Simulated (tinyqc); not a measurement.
Implant damage, amorphisation by cascade overlap, and solid-phase epitaxial regrowth: one step, computed by the program tinyqc. Command: `OMP_NUM_THREADS=1 python tinyqc.py 3110791 3110792 out.jsonl sper walk`. One thread of a shared host (Intel(R) Xeon(R) Processor @ 2.30GHz), about 0.01 s of CPU time with the checks.

Range and width of the damage are inputs. Dynamic annealing enters only through the surviving share f.

Task: Overlap model. Gibbons model: a point turns amorphous after n + 1 hits; with y = A_i Q the amorphous share is 1 - exp(-y) sum_(k=0..n) y^k/k!. Doses are set by y.

Inputs (values chosen for the exercise, modelled on antimony ions in germanium): overlaps needed n = 1; area amorphised by one track A_i = 2.1 nm^2.

Give: the table «Amorphous share» with the columns Q (1/cm^2), direct impact (n = 0), given n, for y = 0.1, 0.3, 0.6, 1.0, 2.0, 3.0, 5.0, 8.0.

Result:

Amorphous share:

| y | Q (1/cm^2) | direct impact (n = 0) | given n |
|---|---|---|---|
| 0.1 | 4.7619e+12 | 0.09516 | 0.00468 |
| 0.3 | 1.4286e+13 | 0.25918 | 0.03694 |
| 0.6 | 2.8571e+13 | 0.45119 | 0.12190 |
| 1.0 | 4.7619e+13 | 0.63212 | 0.26424 |
| 2.0 | 9.5238e+13 | 0.86466 | 0.59399 |
| 3.0 | 1.4286e+14 | 0.95021 | 0.80085 |
| 5.0 | 2.3810e+14 | 0.99326 | 0.95957 |
| 8.0 | 3.8095e+14 | 0.99966 | 0.99698 |

At small y the share grows as y^2; between the first rows the exponent is 1.88.
